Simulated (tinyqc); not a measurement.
MOS inversion layer, Poisson-Schroedinger loop: two steps of the calculation.

Electrons confined at an insulator interface at z = 0, treated as a hard wall; parabolic valleys, Hartree approximation, no image or exchange terms. The depletion charge lies far deeper than the electrons and gives a uniform field q Nd/(eps0 eps_r); the gate balances all charge. Energies are counted from the band edge at the interface.

Parameters, values chosen for the exercise; masses and permittivity close to those of silicon (100):
```
symbol,value,unit,meaning
T,200,K,temperature
eps_r,11.6,,relative permittivity
mz1,0.922,m0,mass along z of valley set A (2 valley(s))
md1,0.191,m0,in-plane density-of-states mass of set A
mz2,0.19,m0,mass along z of valley set B (4 valley(s))
md2,0.414,m0,in-plane density-of-states mass of set B
Ns,6.2e11,cm^-2,sheet density of electrons
dE,0.02,eV,extra shift of set B (strain)
hz,2.1,nm,mesh step
a,1,,mixing factor
```

Constants: q = 1.602176634e-19 C, kB = 1.380649e-23 J/K, hbar = 1.054571817e-34 J s, m0 = 9.1093837015e-31 kg, Vt = kB T/q, eps0 = 8.8541878128e-14 F/cm where lengths are in cm, hbar^2/(2 m0) = 0.0380998212 eV nm^2. Results are converted to the units shown.

Problem 1. Density, output potential and mixing. n_i = sum_k N_k |psi_k|^2 (converted to cm^-3). Hartree part by Gauss: on the interval before node i the electrons still beyond are S_i = Ns - hz sum_(j<i) n_j, and U_i = U_(i-1) + q S_i hz/(eps0 eps_r) in eV, U_0 = 0 at the interface. Mixing: U(new) = U + a (U(out) - U).

```
node	z (nm)	self-consistent potential U at the start (eV)	|psi|^2 of A1 (1/nm)	|psi|^2 of A2 (1/nm)	|psi|^2 of B1 (1/nm)	|psi|^2 of B2 (1/nm)
1	2.1	0	0.17546416	0.12937483	0.04393916	0.040861639
2	4.2	0	0.20165000	0.00059706	0.11227818	0.061673616
3	6.3	0	0.07969192	0.11976301	0.12946696	0.016385208
4	8.4	0	0.01687654	0.14953825	0.09776843	0.004258961
5	10.5	0	0.00227693	0.06150473	0.05504856	0.051950823
6	12.6	0	0.00021499	0.01337979	0.02465920	0.094073391
7	14.7	0	0.00001508	0.00184259	0.00913729	0.092149555
8	16.8	0	0.00000082	0.00017691	0.00287478	0.062464745
9	18.9	0	0.00000004	0.00001259	0.00078255	0.032379996
10	21	0	0.00000000	0.00000069	0.00018693	0.013533766
11	23.1	0	0.00000000	0.00000003	0.00003960	0.004703249
12	25.2	0	0.00000000	0.00000000	0.00000747	0.001375637
13	27.3	0	0.00000000	0.00000000	0.00000123	0.000328899
14	29.4	0	0.00000000	0.00000000	0.00000015	0.000050990
```

N_k (cm^-2): A1 2.2943764e11, A2 1.3523757e11, B1 1.8520756e11, B2 7.0117227e10

Give: n; U(out); U after round 1.

Solution 1.

```
node	n (1e17 cm^-3)	U(out) (eV)	U after round 1 (eV)
1	6.876	0.02031	0.02031
2	7.147	0.03589	0.03589
3	5.961	0.04655	0.04655
4	4.250	0.05312	0.05312
5	2.268	0.05676	0.05676
6	1.302	0.05884	0.05884
7	0.841	0.06002	0.06002
8	0.494	0.06063	0.06063
9	0.242	0.06089	0.06089
10	0.098	0.06099	0.06099
11	0.034	0.06102	0.06102
12	0.010	0.06103	0.06103
13	0.002	0.06103	0.06103
14	0.000	0.06103	0.06103
```

Problem 2. Converged levels, occupations and centroid. Tridiagonal Hamiltonian with psi = 0 one step beyond both ends: H_ii = C (1/m_(i-1/2) + 1/m_(i+1/2))/hz^2 + V0_i + U_i (+ dE for the set B), H_(i,i+1) = -C/(m_(i+1/2) hz^2), C = hbar^2/(2 m0). The lowest 2 level(s) of each valley set are kept, normalised to hz sum |psi|^2 = 1. The mass is the same on all intervals.

Level k holds N_k = D_k Vt ln(1 + exp((EF - E_k)/Vt)) with D = 2 md1 m0 q/(pi hbar^2) for the set A, D = 4 md2 m0 q/(pi hbar^2) for the set B per eV (spin included); EF is fixed by sum N_k = Ns.

Solve for the levels with V0 + U, find EF, n_i = sum_k N_k |psi_k|^2 (in cm^-3); share of each level N_k/Ns; centroid sum n z/sum n.

```
node	z (nm)	fixed potential V0 (eV)	converged U (eV)
1	2.1	0.004586179	0.020310221
2	4.2	0.009172358	0.031177487
3	6.3	0.013758537	0.036868754
4	8.4	0.018344716	0.039587233
5	10.5	0.022930895	0.041071621
6	12.6	0.027517074	0.041930602
7	14.7	0.032103253	0.042380579
8	16.8	0.036689432	0.042582536
9	18.9	0.041275611	0.042659814
10	21	0.045861790	0.042685205
11	23.1	0.050447969	0.042692409
12	25.2	0.055034148	0.042694162
13	27.3	0.059620328	0.042694509
14	29.4	0.064206507	0.042694553
```

Find: levels; EF; shares; n; centroid.

Solution 2.

levels (eV): A1 0.038591, A2 0.055843, B1 0.076745, B2 0.098134
EF = 0.0017412 eV
shares (%): A1 49.428, A2 18.812, B1 24.613, B2 7.148
n, node 1 to 14 (in units of 1e18 cm^-3): 1.3727  0.7524  0.4321  0.1794  0.0909  0.0595  0.0361  0.0181  0.0075  0.0026  0.0008  0.0002  0.0000  0.0000
centroid = 4.4144 nm

Numbers from tinyqc (`OMP_NUM_THREADS=1 python tinyqc.py 2160077 2160078 out.jsonl`; about 1 s on one thread of a shared Intel Xeon 2.30GHz).
